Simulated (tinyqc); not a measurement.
What moves the results: two-dimensional electron gas with Rashba and Dresselhaus coupling. A value that a table varies takes the place of the one given here.

H = c k^2/m + al (ky sx - kx sy) + b1 (kx sx - ky sy) + gam kx ky (kx sy - ky sx), s the Pauli matrices, x = [100], c = hbar^2/2m0, b1 = gam (pi/L)^2 (hard walls). H = c k^2/m + B.s, so E = c k^2/m -/+ |B| and the lower state has its spin along -B.

Constants: hbar^2/2m0 = 3.80998211 eV angstrom^2.

Parameters, chosen for this exercise (of the size met in GaAs; shifted at random, so the results belong to these values and not to a real crystal): m = 0.0641 m0 (mass); al = 0.023 eV angstrom (Rashba constant); gam = 9.5 eV angstrom^3 (bulk Dresselhaus constant); L = 199 angstrom (width of the (001) well); n = 2.5 1e11/cm^2 (sheet density (one subband filled)).

## Splitting and spin direction around the circle

At |k| = k0 = sqrt(2 pi n), 1e11/cm^2 = 1e-5/angstrom^2.

Around the circle:
```
phi (deg)  Bx (meV)  By (meV)  splitting (meV)  lower spin (deg)
0.0          0.0297   -0.2883           0.5796              95.9
22.5         0.1352   -0.2716           0.6067             116.5
45.0         0.2182   -0.2182           0.6172             135.0
67.5         0.2716   -0.1352           0.6067             153.5
90.0         0.2883   -0.0297           0.5796             174.1
112.5        0.2611    0.0854           0.5494            -161.9
135.0        0.1895    0.1895           0.5359            -135.0
157.5        0.0854    0.2611           0.5494            -108.1
```

The splitting runs from 0.5359 meV at 135 to 0.6172 meV at 45 degrees. Along [110] it is 2 k |al + b1 - 2 b3| and along [-110] 2 k |al - b1 + 2 b3|, b3 = gam k^2/4. From 0 to 90 degrees the spin turns with k (+78 degrees), the sense of the Rashba term.

## Tuning the Rashba term through the balance point

al = f (b1 - b3) at k0 = sqrt(2 pi n), b3 = gam k0^2/4. Helix wavelength along [110]: 2 pi c/(m |al + b1 - b3|). Dyakonov-Perel rates are proportional to the mean squares of the first harmonics: for spin along z, al^2 + (b1 - b3)^2; for the most protected in-plane spin, (al - (b1 - b3))^2/2 (third harmonic left out); both are given over (b1 - b3)^2.

Against f:
```
f     al (meV angstrom)  wavelength (micron)  rate, z  rate, in plane
0.00              0.000               18.724    1.000          0.5000
0.25              0.499               14.979    1.062          0.2812
0.50              0.997               12.482    1.250          0.1250
0.75              1.496               10.699    1.562          0.0312
0.90              1.795                9.855    1.810          0.0050
1.00              1.995                9.362    2.000          0.0000
1.25              2.493                8.322    2.562          0.0312
2.00              3.989                6.241    5.000          0.5000
```

At f = 1, al = 1.99 meV angstrom, the first harmonic points along one axis for all k and the listed in-plane rate vanishes; the helix would have wavelength 9.36 micron. The third harmonic, b3/(b1 - b3) = 0.19, is small and sets its lifetime. The uniform z spin still relaxes there, twice as fast as at f = 0.

## What each parameter does

Splittings 2|B| at k0 = sqrt(2 pi n) along [100], [110] and [-110], and E0 = c k0^2/m; 1e11/cm^2 = 1e-5/angstrom^2. Each row changes one parameter from the base and keeps the others.

Results:
```
case                      [100] (meV)  [110] (meV)  [-110] (meV)  E0 (meV)
base                           0.5796       0.6172        0.5359      9.34
m = 0.07051 m0                 0.5796       0.6172        0.5359      8.49
al = 0.0276 eV angstrom        0.6944       0.7325        0.6512      9.34
gam = 11.4 eV angstrom^3       0.5809       0.6253        0.5277      9.34
L = 219 angstrom               0.5786       0.6068        0.5462      9.34
n = 3.75 1e11/cm^2             0.7098       0.7444        0.6678     14.00
```

The largest shifts from the base row, up to three for each result and ties (the steps differ in size, so this ranks the rows, not the parameters). [100] (meV): n +0.1303, al +0.1148, gam +0.0013; unchanged at the printed digits by m. [110] (meV): n +0.1273, al +0.1153, L -0.0103; unchanged at the printed digits by m. [-110] (meV): n +0.1319, al +0.1153, L +0.0103; unchanged at the printed digits by m. E0 (meV): n +4.67, m -0.85; unchanged at the printed digits by al, gam and L.

Computed by tinyqc, a small Python program: `OMP_NUM_THREADS=1 python tinyqc.py 1480242 1480243 out.jsonl` (the numbers bound the seed that draws the inputs); one thread of a shared host (Intel(R) Xeon(R) Processor @ 2.30GHz), about 0.01 s for the whole set of steps.
